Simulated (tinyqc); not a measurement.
Stripping the layer step by step: sheet resistance and Hall data of a diffused or implanted layer. Computed by tinyqc, a small Python program. Command: `OMP_NUM_THREADS=1 python tinyqc.py 3016771 3016772 out.jsonl layer walk`. One thread of a shared host (Intel(R) Xeon(R) Processor @ 2.30GHz), about 0.02 s of CPU time with the checks.

Carriers are taken equal to the net active doping down to the junction (full ionisation, which deep dopants in wide-gap hosts do not reach; no spill-over, no depletion), and the Hall factor is 1.

Inputs (values chosen for the exercise, modelled on phosphorus in silicon):
```
quantity                                 value        unit
mu_min                                    69.4  cm^2/(V s)
mu_max                                    1430  cm^2/(V s)
N_ref                                  9.5e+16      1/cm^3
exponent alpha                            0.72           -
peak concentration N_0                 8.6e+20      1/cm^3
length scale l                             9.1          nm
background doping N_B (opposite type)  1.7e+17      1/cm^3
projected range R_p                         25          nm
solubility limit N_s                   3.2e+20      1/cm^3
```

Profile: buried Gaussian (implant). Activation: limited by solubility.

Constants: e = 1.602176634e-19 C.

Method:
- N(x) = N_0 exp(-(x - R_p)^2/(2 l^2)) for x > 0, dose N_0 l sqrt(pi/2) erfc(-R_p/(l sqrt 2)), junction x_j = R_p + l sqrt(2 ln(N_0/N_B)); the layer starts at x_0 = max(0, 2 R_p - x_j).
- Mobility mu = mu_min + (mu_max - mu_min)/(1 + (N_t/N_ref)^alpha), N_t = active doping + N_B; carriers n = active doping - N_B, active doping min(N, N_s).
- Integrals from x_0 (0 unless stated) to x_j by the midpoint rule on 400 even intervals: 1/R_s = e int n mu dx; sheet density n_s = int n dx; Hall sheet density (int n mu dx)^2/int n mu^2 dx; Hall mobility int n mu^2 dx/int n mu dx.
- After removing a depth d the integrals start at d. Differences between neighbouring rows give the local conductivity -d(1/R_s)/dx at the middle of the slice (the last slice uses one more step, not listed).

junction depth x_j = 62.5840 nm

Differential sheet resistance:
```
removed d (nm)  R_s (ohm)  slice conductivity (S/cm)  sigma at mid-slice (S/cm)
0.0                  74.5                      701.4                      649.9
6.3                  77.0                     2470.6                     2394.3
12.6                 87.5                     3756.8                     3756.8
18.9                110.3                     3756.7                     3756.8
25.2                149.3                     3756.8                     3756.8
31.5                230.9                     3756.8                     3756.8
37.8                509.3                     2311.4                     2227.9
44.1               1971.6                      640.5                      592.2
```

R_s doubles after removing between 18.9 and 25.2 nm of a layer 62.6 nm deep, so half the current flows above that depth. Where sigma exceeds a tenth of its largest listed value, the slice values agree with it within 9 %.

Extremes, crossings and ranges named in words are read from the listed rows.
